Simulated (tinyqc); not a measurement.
Transistor under a ferroelectric capacitor (negative capacitance), static model: one step of the calculation.

A ferroelectric film of thickness tf lies between the gate and an inner metal at potential v, which drives an ordinary transistor. One domain, P = Q (background permittivity neglected): Vg = v + tf (2 al Q + 4 be Q^3), al = -3 sqrt(3) Ec/(4 Pr), be = 3 sqrt(3) Ec/(8 Pr^3). Gate charge Q(v) = Qi + Cp v with the channel charge Qi = Cox n Vt ln(1 + exp((v - VT)/(n Vt))). Q in uC/cm^2, E in kV/cm; 1 nm times 1 kV/cm is 1e-4 V. Domains, leakage and the switching time are left out.

Problem. Landau coefficients and capacitance at zero charge. al = -3 sqrt(3) Ec/(4 Pr), be = 3 sqrt(3) Ec/(8 Pr^3); C_FE(0) = 1/(2 al tf); far below threshold the gain is 1/(1 + 2 al tf Cp) near Q = 0 and the swing n Vt ln 10/gain.

Parameters, values chosen for the exercise; Pr and Ec close to those of hafnium oxide based films: temperature T = 400 K; remanent polarisation Pr = 11 uC/cm^2; coercive field Ec = 1500 kV/cm; overlap capacitance per gate area Cp = 0.51 uF/cm^2; subthreshold factor of the inner transistor n = 1.3; ferroelectric thickness tf = 7.1 nm.

Constants: q = 1.602176634e-19 C, kB = 1.380649e-23 J/K, Vt = kB T/q. Results are converted to the units shown.

Wanted: al; be; C_FE(0); gain near Q = 0; swing.

Solution.

al = -177.14 kV cm/uC
be = 0.73199 kV cm^5/uC^3
C_FE(0) = -3.9755 uF/cm^2
gain near Q = 0 = 1.1472
swing = 89.943 mV/decade

tinyqc, about 0.02 s, one thread, Intel Xeon 2.30GHz (shared host): `OMP_NUM_THREADS=1 python tinyqc.py 2860008 2860009 out.jsonl`
